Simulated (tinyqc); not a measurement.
Errors against cell size: correction of a charged-defect supercell by a model charge and potential alignment (plane-averaged potentials). Computed by tinyqc, a small Python program. Command: `OMP_NUM_THREADS=1 python tinyqc.py 3110504 3110505 out.jsonl align walk`. One thread of a shared host (Intel(R) Xeon(R) Processor @ 2.30GHz), about 0.01 s of CPU time with the checks.

The "true" defect charge is (1 - x) q in a Gaussian of width sigma plus x q in one of width sigma_t, so the exact answer is known; the correction sees only a single model Gaussian of width sigma_m. A Gaussian of width s has the transform rho(G) = exp(-G^2 s^2/2), normalised to 1. A uniform background cancels q, so G = 0 is left out. Potentials are those felt by a unit positive charge. E_0 is the formation energy of the isolated defect, E_cell its value in the supercell, E_lat = E_iso - E_per of the model charge, C the true less the model potential far from the defect; the exact correction is E_0 - E_cell, and the error of a scheme is E_cell plus its correction less E_0.

Inputs (values chosen for the exercise, with screening close to that of SiO2): defect charge q = 2 e; dielectric constant eps = 3.89; edge of the cubic cell L = 17.8 angstrom; width sigma of the true defect charge = 1.6 angstrom; width sigma_m of the model charge = 1.3 angstrom; share x of the charge in a wide tail = 0; width sigma_t of the tail = 2.6 angstrom.

Constants: e^2/(4 pi eps_0) = 14.39964548 eV angstrom.

Method:
- Periodic energy E_per = (2 pi q^2/(eps L^3)) (e^2/(4 pi eps_0)) sum_(G != 0) rho(G)^2/G^2, G = (2 pi/L)(n1, n2, n3), |n_i| <= 16. Isolated energy: two Gaussians of charges q_a, q_b and widths a, b interact by q_a q_b (e^2/(4 pi eps_0 eps)) sqrt(2/pi)/sqrt(a^2 + b^2), and the self-energy is half the sum over pairs.
- Plane-averaged potential at distance z from the defect: V(z) = (4 pi q/(eps L^3)) (e^2/(4 pi eps_0 e)) sum_(m != 0) rho(G_m) cos(G_m z)/G_m^2, G_m = 2 pi m/L, |m| <= 40.
- Schemes: none; point-charge term alpha q^2 e^2/(4 pi eps_0 eps 2 L), alpha = 2.837297; E_lat of the model; E_lat - q C with C at z = L/2.

Error against E_0 (meV):
```
L (angstrom)     none  point charge  model charge  model and alignment
12.5          -1558.5        121.94        41.441             0.040517
15.1          -1321.9         69.18        23.509             0.000607
17.8          -1137.9         42.23        14.352             0.000004
21.4           -957.3         24.30         8.259             0.000000
26.7           -774.2         12.51         4.252             0.000000
```

What follows from these numbers?

Between the last two rows the uncorrected error scales as L^-0.96 and the point-charge remainder as L^-3.00. With alignment the error is 0.0 meV in the smallest cell and 0.00 meV in the largest.

Extremes, crossings and ranges named in words are read from the listed rows.
